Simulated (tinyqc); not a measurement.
Dopant redistribution at a moving silicon-oxide interface during parabolic oxidation: one step, computed by the program tinyqc.

Uniformly doped silicon is oxidised with x_ox = sqrt(B t); the interface advances into the silicon by alpha x_ox, alpha = 0.44. The dopant does not move in the oxide, and at the interface C(silicon) = m C(oxide).

Problem. Profile below the interface. With the dopant diffusivity D and s = alpha x_ox/(2 sqrt(D t)), in the silicon C = C_B + (C_s - C_B) erfc(y/(2 sqrt(D t)))/erfc(s), y from the original surface. Dopant balance at the interface gives C_s/C_B = 1/[1 + (1/(m alpha) - 1) g], g = sqrt(pi) s exp(s^2) erfc(s). Depths z are counted from the present interface: y/(2 sqrt(D t)) = s + z/(2 sqrt(D t)); take z/(2 sqrt(D t)) = 0, 0.05, 0.1, 0.2, 0.3, 0.5, 0.75, 1, 1.5.

Inputs (values chosen for the exercise, modelled on boron in silicon under dry oxygen): oxidation activation energy E_B = 1.22 eV; temperature T = 1150 C.

diffusion length 2 sqrt(D t) = 0.7787994 um

ratio C_s/C_B = 0.3360292

s = 0.1229186

Give: Profile.

Solution.

Profile:
```
z/(2 sqrt(D t))  z (um)    C/C_B
0.00             0.0000  0.33603
0.05             0.0389  0.37854
0.10             0.0779  0.42032
0.20             0.1558  0.50094
0.30             0.2336  0.57652
0.50             0.3894  0.70857
0.75             0.5841  0.83284
1.00             0.7788  0.91352
1.50             1.1682  0.98327
```

Caution: in this case the oxide is not much thicker than a typical Deal-Grove length A, so real growth is slower than parabolic. Caution: parabolic growth needs an oxide much thicker than the Deal-Grove length A, which fails for thin films and low temperatures; oxidation-enhanced or retarded diffusion is ignored.
